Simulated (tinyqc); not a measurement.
From a target level to the width: type-II superlattice in the two-band Kane model. Three cases, with inputs chosen for the exercise.

Problem. Which width a puts the bottom of C1 at the energy below?

Motion along the axis, period d = a + b, c = hbar^2/2m0. Conduction and light-hole bands couple: (E - Ec)(E - Ev) = Ep c k^2 in each layer, with mass m(E) = (E - Ev)/Ep, which may be negative. The conduction envelope psi and psi'/m(E) are continuous; a layer carries them by [[cos kt, (m/k) sin kt], [-(k/m) sin kt, cos kt]] (cosh and sinh for k^2 < 0), and cos(q d) = tr(M_B M_A)/2. C1 is the first miniband above EvB, with its bottom at tr/2 = +1 and its top at -1; the gap is the bottom of C1 less the top heavy-hole level HH1.

Constants: hbar^2/2m0 = 3.80998211 eV angstrom^2.

Find: k in A; kappa in B; a.

Method. At q = 0 the state is even in both layers: (k/m_A) tan(k a/2) = (kappa/m_B) tanh(kappa b/2) with the masses at that energy; the first branch of the arctangent gives a.

Case 1.

Values chosen (near those of an InAs/GaSb superlattice; shifted at random, so the results belong to these values and not to a real crystal): b = 35 angstrom (layer B); EcA = 0 eV (conduction edge of A); EvA = -0.413 eV (valence edge of A); EcB = 0.979 eV (conduction edge of B); EvB = 0.153 eV (valence edge of B); EpA = 14.1 eV (coupling energy in A); EpB = 17.9 eV (coupling energy in B).

bottom of C1 = 0.233384 eV

Solution.

k in A = 0.05299 1/angstrom
kappa in B = 0.02965 1/angstrom
a = 46.0 angstrom

Case 2.

Values chosen (near those of an InAs/GaSb superlattice; shifted at random, so the results belong to these values and not to a real crystal): b = 36 angstrom (layer B); EcA = 0 eV (conduction edge of A); EvA = -0.419 eV (valence edge of A); EcB = 0.967 eV (conduction edge of B); EvB = 0.164 eV (valence edge of B); EpA = 14.1 eV (coupling energy in A); EpB = 18.3 eV (coupling energy in B).

bottom of C1 = 0.228424 eV

Solution.

k in A = 0.05247 1/angstrom
kappa in B = 0.02612 1/angstrom
a = 47.0 angstrom

Case 3.

Values chosen (near those of an InAs/GaSb superlattice; shifted at random, so the results belong to these values and not to a real crystal): b = 49 angstrom (layer B); EcA = 0 eV (conduction edge of A); EvA = -0.423 eV (valence edge of A); EcB = 0.943 eV (conduction edge of B); EvB = 0.136 eV (valence edge of B); EpA = 14.5 eV (coupling energy in A); EpB = 17.7 eV (coupling energy in B).

bottom of C1 = 0.344698 eV

Solution.

k in A = 0.06921 1/angstrom
kappa in B = 0.04303 1/angstrom
a = 33.0 angstrom

Computed by tinyqc, one run a case: `OMP_NUM_THREADS=1 python tinyqc.py N N+1 out.jsonl` with N = 1252582, 1252628, 1252683; one thread of a shared Intel(R) Xeon(R) Processor @ 2.30GHz, about 0.1 s a run at most.
